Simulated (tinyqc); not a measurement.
Inside a calculation. Model: conduction-band offset of an n-N heterojunction from carrier-profile moments.

Computed by the program tinyqc: `OMP_NUM_THREADS=1 python tinyqc.py 2410139 2410140 out.jsonl`, one thread of a shared Intel Xeon 2.30GHz, about 0.1 s for the whole run. Printed values are rounded.

Layer 1 (x < 0) accumulates electrons and layer 2 (x > 0) is depleted. Boltzmann statistics. The bands bend down by V1 in layer 1 and up by V2 in layer 2, with V1 + V2 = VD = dE + Vt ln[(N2/Nc2)/(N1/Nc1)].

Values chosen for this exercise; values of the order of III-V alloys:
- T = 300 K (temperature)
- eps_r = 13.1 (relative permittivity of both layers)
- Nc1 = 4.4e17 cm^-3 (density of states of the narrow-gap layer 1)
- Nc2 = 9.4e17 cm^-3 (density of states of the wide-gap layer 2)
- dE = 0.23 eV (conduction-band offset)
- N1 = 2.6e15 cm^-3 (donor density in layer 1)
- N2 = 2.5e16 cm^-3 (donor density in layer 2)
- si = 0 cm^-2 (fixed charge at the interface)

Constants: q = 1.602176634e-19 C, kB = 1.380649e-23 J/K, Vt = kB T/q, eps0 = 8.8541878128e-14 F/cm where lengths are in cm. Results are converted to the units shown.

## Division of the diffusion potential

Sheet densities from the first integral: Q1 = sqrt((2 eps0 eps_r Vt N1/q)(exp(u1) - u1 - 1)) extra electrons, Q2 = sqrt((2 eps0 eps_r Vt N2/q)(exp(-u2) + u2 - 1)) missing ones, u = V/Vt; neutrality Q1 = Q2 + si. Q1 - Q2 rises steadily with V1, so V1 follows by bisection.

VD = 0.268888 V
V1 = 0.104355 V
V2 = 0.164534 V
Q1 = 2.24088e11 cm^-2
n at x = 0- = 1.47249e17 cm^-3
n at x = 0+ = 4.30426e13 cm^-3

n drops across the interface by 3420 = (Nc1/Nc2) exp(dE/Vt).

## Electron profile

-x, left point 0 to 9 (nm): 0  1.96  11.9  34.1  72.1  129  207  309  437  594
x, right point 0 to 9 (nm): 0  16.2  39.8  67.4  98  131  166  203  241  281

Integrate the field q Q(V)/(eps0 eps_r) away from the interface on each side; n = N exp(+/- V/Vt).

n in layer 1, left point 0 to 9 (cm^-3): 1.47249e17  1.18062e17  5.15211e16  1.82051e16  7.64366e15  4.29117e15  3.14314e15  2.74908e15  2.63203e15  2.60500e15
n in layer 2, right point 0 to 9 (cm^-3): 4.30426e13  2.51440e14  1.77454e15  7.39139e15  1.59046e16  2.16784e16  2.40113e16  2.47392e16  2.49346e16  2.49848e16

## Offset from the moments

A C-V profile smears n(x) but keeps its zeroth and first moments: si = -int (N - n) dx, VD = (q/(eps0 eps_r)) int (N - n) x dx, dE = VD - Vt ln[(N2/Nc2)/(N1/Nc1)]. Use the trapezoidal rule on each side.

si = 2.56979e10 cm^-2
VD = 0.268313 V
dE = 0.229424 eV

On these few points dE comes out -0.58 meV from the true 0.23 eV, and si misses by 2.6e10 cm^-2, 11 % of Q1.
